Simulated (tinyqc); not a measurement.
Photoconductance decay in a wafer: bulk and surface recombination modes, and iron detection by pair splitting. From tau_eff back to bulk lifetime tau_b without iron. Computed by tinyqc, a small Python program. Command: `OMP_NUM_THREADS=1 python tinyqc.py 3112410 3112411 out.jsonl pcd inv`. One thread of a shared host (Intel(R) Xeon(R) Processor @ 2.30GHz), about 0.07 s of CPU time with the checks.

Both faces of the wafer have the same S; injection is low and all coefficients are constant. x runs from -W/2 to W/2.

Inputs (values chosen for the exercise, modelled on p-type silicon): thickness W = 775 micrometre; diffusivity D = 23.7 cm^2/s; surface recombination velocity S = 20000 cm/s.

Method. Even modes cos(a x) obey b tan b = S W/(2 D) with b = a W/2, odd modes sin(a x) obey -b cot b = S W/(2 D); each decays at the rate 1/tau_b + D a^2. tau_eff is the decay time of the first mode. The surface time is 1/(D a^2) of that mode; shortcuts for it are W/(2 S), W^2/(pi^2 D) and their sum, whose error is sum/surface time - 1.

Problem. A run gave the result below. Find the bulk lifetime tau_b without iron, known to lie between 9.5 and 20 microsecond.

tau_eff = 7.818003 microsecond

Solution.

Each step takes the trial c = (a f_b - b f_a)/(f_b - f_a), f being the result less the target and a, b, c the logarithms of the listed values; c replaces end b, the old b replaces a if the sign of f changed, and otherwise f_a is halved.

Scan of the range:
```
bulk lifetime tau_b without iron (microsecond)  tau_eff (microsecond)
9.5                                                            7.0456
10.8                                                           7.7362
12.2                                                           8.4291
13.8                                                           9.1631
15.6                                                           9.9234
17.7                                                          10.7335
20.0                                                          11.5381
```

False position (Illinois rule, in the logarithm of the input) inside the bracket:
```
step    end a    end b    trial  tau_eff (microsecond)
1     10.8000  12.2000  10.9564                7.81620
2     12.2000  10.9564  10.9599                7.81796
3     12.2000  10.9599  10.9601                7.81804
4     10.9599  10.9601  10.9600                7.81800
```

tau_eff rises at every point of a 13-point scan of the range (every second point is shown), so one value fits; it is bracketed by 10.8 and 12.2. Answer: bulk lifetime tau_b without iron = 10.96 microsecond.
